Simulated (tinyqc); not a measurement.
When the interface binds a state: heterojunction of two tight-binding chains.

Left chain: hopping -t1, sites at 2 t1 (band bottom 0). Right chain: hopping -t2, sites at dE + 2 t2 (bottom dE). t = c/(m a^2), c = hbar^2/2m0. The bond across the interface is -tc with tc = f sqrt(t1 t2), and the last left site has the extra energy U. In a chain E = bottom + 2t (1 - cos(ka)); the surface Green function of a half chain is g = -exp(ika)/t, with Im k > 0 where cos(ka) > 1.

Constants: hbar^2/2m0 = 3.80998211 eV angstrom^2.

Inputs chosen for the exercise (masses and offset of the size met at GaN / AlGaN; shifted at random, so the results belong to these values and not to a real crystal):

| symbol | value | unit | meaning |
|---|---|---|---|
| a | 3 | angstrom | site spacing |
| m1 | 0.198 | m0 | mass on the left |
| m2 | 0.274 | m0 | mass on the right |
| dE | 0.51 | eV | band offset |
| f | 0.83 |  | factor on the interface hopping |

A state below both bands solves E - 2 t1 - U - S1(E) - S2(E) = 0 for E < 0, with S1 = -t1 z1, S2 = -(tc^2/t2) z2 and |z| < 1 the decaying root of z + 1/z = 2 - (E - bottom)/t. Decay lengths -a/ln|z|. The threshold is the U that solves the equation at E = 0. A dash: no bound state.

Interface state:

| U (eV) | E (eV) | decay left (angstrom) | decay right (angstrom) |
|---|---|---|---|
| -0.39 | - | - | - |
| -0.78 | - | - | - |
| -1.17 | - | - | - |
| -1.43 | -0.0068 | 53.0 | 5.3 |
| -1.69 | -0.0531 | 19.1 | 5.0 |
| -2.08 | -0.1759 | 10.5 | 4.6 |
| -2.61 | -0.4108 | 6.9 | 4.0 |
| -3.91 | -1.1991 | 4.1 | 3.0 |

threshold U = -1.3025 eV

What can be read from this table?

The step and the weakened interface bond push the state out, so an attraction must exceed 1.3025 eV to bind; 5 of the 8 rows are bound. At U = -3.91 eV the state decays over 4.1 angstrom to the left and 3.0 to the right, where the band lies higher.

(tinyqc, `OMP_NUM_THREADS=1 python tinyqc.py 1451160 1451161 out.jsonl`, Intel(R) Xeon(R) Processor @ 2.30GHz, 1 thread, shared host, about 0.01 s.)
